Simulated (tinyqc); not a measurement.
## MOS structure on a p-type body with a surface-enhanced doping, non-linear Poisson equation by Newton steps: charge and capacitance against gate voltage

One dimension, insulator interface at x = 0, acceptor density Na + N0 exp(-x/Ls), net doping C = -(acceptor density). psi is counted from the intrinsic level: n = ni exp((psi - Vb)/Vt), p = ni exp(-psi/Vt); deep in the body psi_b = -Vt ln(Na/ni). The gate acts through Cox = eps0 eox/tox and has the potential psi_G = Vg - (phiM - chi - Vt ln(Nc/ni)). Boltzmann statistics, full ionisation, classical densities, no oxide or interface charge.

ni = sqrt(Nc Nv) exp(-Eg/(2 Vt)), Eg in volts. The Poisson equation d/dx(eps0 eps_r dpsi/dx) = -q (p - n + C), with eps0 eps_r dpsi/dx = -Cox (psi_G - psi_0) at x = 0, is solved on a mesh of about 600 nodes or more. N_inv is the integral of n less its value deep in the body. C_LF = Cox (1 - dpsi_0/dVg) with all carriers following; C_HF is the same with the electron quasi-Fermi level shifting uniformly so that N_inv stays fixed. The centroid is that of the same excess.

Inputs (values chosen for the exercise); band and dielectric values close to those of germanium: temperature T = 250 K; band gap Eg = 0.67 eV; relative permittivity eps_r = 16; conduction-band density of states at T Nc = 8.06e18 cm^-3; valence-band density of states at T Nv = 4.63e18 cm^-3; electron affinity chi = 3.95 eV; acceptor density deep in the body Na = 5.3e17 cm^-3; relative permittivity of the gate insulator (close to silicon dioxide) eox = 3.9; insulator thickness tox = 2.8 nm; gate work function phiM = 3.98 eV; electron quasi-Fermi potential against the body Vb = 0 V; extra acceptor density at the surface N0 = 4.2e18 cm^-3; decay length Ls = 17 nm.

Constants: q = 1.602176634e-19 C, kB = 1.380649e-23 J/K, Vt = kB T/q, eps0 = 8.8541878128e-14 F/cm where lengths are in cm. Results are converted to the units shown.

Result of one run:
```
Vg (V)  psi_0 - psi_b (V)  N_inv (cm^-2)  C_LF/Cox  C_HF/Cox  centroid (nm)
1.18                0.673        2.07e12     0.918     0.336          0.288
```

What becomes of these results when the gate voltage against the body Vg is changed from 1.18 to 1.37 V, all else the same?

Result of the changed run:
```
Vg (V)  psi_0 - psi_b (V)  N_inv (cm^-2)  C_LF/Cox  C_HF/Cox  centroid (nm)
1.37                0.685        3.40e12     0.945     0.335          0.273
```

The whole series:
```
Vg (V)  psi_0 - psi_b (V)  N_inv (cm^-2)  C_LF/Cox  C_HF/Cox  centroid (nm)
0.6                 0.471         2.46e8     0.389     0.388          0.366
0.79                0.587        4.79e10     0.453     0.355          0.329
0.98                0.649        7.85e11     0.830     0.340          0.306
1.18                0.673        2.07e12     0.918     0.336          0.288
1.37                0.685        3.40e12     0.945     0.335          0.273
1.56                0.694        4.77e12     0.958     0.334          0.261
1.75                0.702        6.16e12     0.966     0.333          0.249
```

N_inv goes from 2.46e8 to 6.16e12 cm^-2 and passes 2e11 cm^-2 at Vg = 0.858 V. C_LF/Cox is lowest, 0.389, at Vg = 0.6 V among the rows listed and ends at 0.966, while C_HF/Cox ends at 0.333. Between the last two rows q dN_inv/dVg is 0.952 Cox. Where the classical centroid is under about 2 nm, confinement would move the charge away from the interface and raise the threshold. Above about 2e12 cm^-2 degeneracy matters too.

Computed by the program tinyqc: `OMP_NUM_THREADS=1 python tinyqc.py 2080077 2080078 out.jsonl`, one thread of a shared Intel Xeon 2.30GHz, about 0.5 s for the whole run.
